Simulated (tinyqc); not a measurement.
Brillouin zone and empty-lattice bands of the fcc structure, step by step. Values are carried at full precision from step to step, so a last printed digit may differ when a step is redone from the rounded ones.

Primitive vectors a (0,1/2,1/2), a (1/2,0,1/2), a (1/2,1/2,0); one atom. Reciprocal vectors obey a_i.b_j = 2 pi delta_ij; k is given in units of 2 pi/a. Empty-lattice levels are c0 (2 pi/a)^2 |k + G|^2, c0 = hbar^2/2m0. Points: X = (1, 0, 0), L = (0.5, 0.5, 0.5), K = (0.75, 0.75, 0), W = (1, 0.5, 0), U = (1, 0.25, 0.25).

Constants: hbar^2/2m0 = 3.80998211 eV angstrom^2; a0 (Bohr radius) = 0.5291772105 angstrom.

Parameters, chosen for this exercise (out of a larger set: lattice near that of Al; not measured data):
```
symbol  value  unit      meaning
a       4.033  angstrom  lattice constant
Z       3                free electrons per atom
V1      0.48   eV        atomic form factor on the shell that bounds the zone
```

## Reciprocal lattice

Give b1, b2, b3, the cell volume, the zone volume (2 pi)^3/V and the energy unit c0 (2 pi/a)^2.

b1, b2, b3 as rows (2 pi/a):
$$\begin{pmatrix}
-1.0000 & 1.0000 & 1.0000 \\
1.0000 & -1.0000 & 1.0000 \\
1.0000 & 1.0000 & -1.0000
\end{pmatrix}$$

cell volume = 16.399 angstrom^3
zone volume = 15.1257 1/angstrom^3
energy unit = 9.2475 eV

## Shells of G and Bragg planes

List the first six shells of G with their number, the structure factor |sum over atoms of exp(i G.tau)|/(atoms per cell), and the distance |G|/2 of the Bragg plane from Gamma.

Shells:
```
|G|^2 ((2 pi/a)^2)  number  structure factor  |G|/2 (2 pi/a)
3.0000                   8            1.0000          0.8660
4.0000                   6            1.0000          1.0000
8.0000                  12            1.0000          1.4142
11.0000                 24            1.0000          1.6583
12.0000                  8            1.0000          1.7321
16.0000                  6            1.0000          2.0000
```

No structure factor vanishes among these shells.

## The free-electron sphere

n = Z/V, kF = (3 pi^2 n)^(1/3), EF = c0 kF^2, rs = (3/(4 pi n))^(1/3)/a0; compare kF with |k| of the points on the zone surface.

n = 0.18293 1/angstrom^3
kF = 1.1273 2 pi/a
EF = 11.751 eV
rs = 2.065

Points:
```
point  |k| (2 pi/a)  kF/|k|  lowest level (eV)  levels below EF
X            1.0000   1.127              9.248                2
L            0.8660   1.302              6.936                2
K            1.0607   1.063             10.403                3
W            1.1180   1.008             11.559                4
U            1.0607   1.063             10.403                3
```

The sphere encloses the whole first zone, so band 1 is full and the Fermi surface lies in higher bands.

## Empty-lattice levels at Gamma, U and L

Give the five lowest values of |k + G|^2 with their degeneracy (spin not counted).

Levels:
```
point  |k + G|^2  degeneracy   E (eV)
Gamma     0.0000           1    0.000
Gamma     3.0000           8   27.743
Gamma     4.0000           6   36.990
Gamma     8.0000          12   73.980
Gamma    11.0000          24  101.723
U         1.1250           3   10.403
U         2.1250           2   19.651
U         3.1250           1   28.899
U         4.1250           4   38.146
U         5.1250           2   47.394
L         0.7500           2    6.936
L         2.7500           6   25.431
L         4.7500           6   43.926
L         6.7500           8   62.421
L         8.7500          12   80.916
```

The lowest level is 3-fold at U and 2-fold at L: as many zones meet there, and these are the lowest sets at these points on which a weak potential acts.

## The gap at L

At L two waves k and k - G with G = 2k are degenerate at E0. With V = |V1| x structure factor of G the levels are E0 -/+ V, and the masses normal to the face are 1/(1 -/+ 2 E0/V).

structure factor = 1.0000
E0 = 6.936 eV

levels (eV): [6.456, 7.416]

masses normal to the face, lower and upper (m0): [-0.0358, 0.0334]

EF of the free sphere, 11.75 eV, lies above the gap: the upper band holds electrons here (EF = c0 (3 pi^2 n)^(2/3) for 3 electrons a cell; its shift by the potential is neglected).

## Checks

- a_i.b_j/(2 pi) against the unit matrix: they agree to 1e-10 or better.

Computed by tinyqc, a small Python program: `OMP_NUM_THREADS=1 python tinyqc.py 1880578 1880579 out.jsonl` (the numbers bound the seed that draws the inputs); one thread of a shared host (Intel(R) Xeon(R) Processor @ 2.30GHz), about 0.01 s for the whole set of steps.
